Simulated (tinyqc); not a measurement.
Rutherford backscattering from a thin compound film on silicon: kinematics, yields, composition and thickness: one step, computed by the program tinyqc.

Singly charged helium ions (Z1 = 2, M1 = 4.0026 u) enter at the tilt angle a1 to the normal and leave at a2 = |180 - theta - tilt| in the same plane. The film is A B_x.

Problem. Kinematics. Kinematic factor K = [(sqrt(M^2 - M1^2 sin^2 theta) + M1 cos theta)/(M + M1)]^2. Surface edges lie at K E0; substrate silicon has M = 28.09 u. Mass resolution at M_A = resolution/(E0 dK/dM).

Inputs (values chosen for the exercise, modelled on a helium beam on NiSi):
```
quantity,value,unit
beam energy E0,2,MeV
scattering angle theta,165,degrees
heavy element: mass M_A,58.7,u
light element: mass M_B,28.09,u
detector resolution (FWHM),13,keV
```

Give: kinematic factors; surface edges; mass resolution at M_A.

Solution.

kinematic factors: A 0.76451, B 0.56884, Si 0.56884

surface edges (keV): A 1529.0, B 1137.7, Si 1137.7

mass resolution at M_A = 1.8527 u

K flattens for heavy targets, so masses within 1.9 u of A cannot be told apart.
